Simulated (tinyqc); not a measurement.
# Elastic trap-assisted tunnelling through a dielectric, step by step

Numbers from tinyqc (`OMP_NUM_THREADS=1 python tinyqc.py 2370019 2370020 out.jsonl`; about 0.03 s on one thread of a shared Intel Xeon 2.30GHz). Printed values are rounded.

Emitter at x = 0 (Fermi level 0), collector at x = t (Fermi level -V), band edge U(x) = phi - F x, F = V/t. A trap at x has the energy E = U(x) - Et. With G(u) = (4/(3 F)) sqrt(mo/C) max(u, 0)^1.5, C = hbar^2/(2 m0): S1 = G(phi - E) - G(Et), S2 = G(Et) - G(phi - V - E), T1,2 = exp(-S1,2). The steady rate through one trap is nu T1 T2 (f1 - f2)/(T1 + T2), f1 = f(E), f2 = f(E + V), f(y) = 1/(1 + exp(y/Vt)); both contacts offer states at E.

Parameters, values chosen for the exercise; dielectric values close to those of silicon dioxide: temperature T = 300 K; barrier above the emitter Fermi level phi = 3.07 eV; tunnelling mass mo = 0.49 m0; thickness t = 4.8 nm; trap depth below the band edge of the dielectric Et = 2.9 eV; trap density Nt = 6.5e18 cm^-3; attempt frequency nu = 1e14 1/s; points of the grid n = 9; voltage V = 1.02 V; left end of the grid xa = 1.8 nm; right end of the grid xb = 2.78 nm.

Constants: q = 1.602176634e-19 C, kB = 1.380649e-23 J/K, hbar = 1.054571817e-34 J s, m0 = 9.1093837015e-31 kg, Vt = kB T/q, hbar^2/(2 m0) = 0.0380998212 eV nm^2. Results are converted to the units shown.

Range of the model: Phonon-assisted (inelastic) capture, chains of traps and a spread of trap depths are left out.

## Rate through a trap near the best position

n equally spaced x from xa to xb, where nearly all of the current flows; J = q Nt times the integral of the rate, by Simpson's rule.

```
point    x (nm)      E (eV)        S1        S2    f1 - f2  rate (1/s)
0      1.800000  -0.2125000  22.69535  34.54825  0.9997308  0.09902988
1      1.922500  -0.2385313  24.29036  33.22286  0.9999016   0.3727293
2      2.045000  -0.2645625  25.89166  31.88992  0.9999641    1.410234
3      2.167500  -0.2905937  27.49922  30.54946  0.9999869    5.157535
4      2.290000  -0.3166250  29.11302  29.20152  0.9999952    10.85677
5      2.412500  -0.3426562  30.73304  27.84615  0.9999982    4.258441
6      2.535000  -0.3686875  32.35924  26.48339  0.9999994   0.8817454
7      2.657500  -0.3947188  33.99161  25.11327  0.9999998   0.1728104
8      2.780000  -0.4207500  35.63013  23.73584  0.9999999  0.03357601
```

J = 2.818357e-7 A/cm^2

A converged quadrature gives 2.956e-7 A/cm^2; this grid is 4.6 % below that. The rate peaks at x = 2.29 nm; traps sink below the emitter Fermi level beyond x = 0.800 nm.

## The best-placed trap against direct tunnelling

xs = 2.29 nm

At x = xs: E, S1, S2 and the occupation (T1 f1 + T2 f2)/(T1 + T2). Direct tunnelling at E = 0 has S = (4/(3 F)) sqrt(mo/C) [phi^1.5 - max(phi - V, 0)^1.5].

E = -0.3166250 eV
S1 = 29.11302
S2 = 29.20152
occupation = 0.5221085
S of direct tunnelling = 54.99251

The harder of the two steps has S = 29.2, 53.1 % of the direct exponent: the trap splits one long tunnelling path into two short ones.
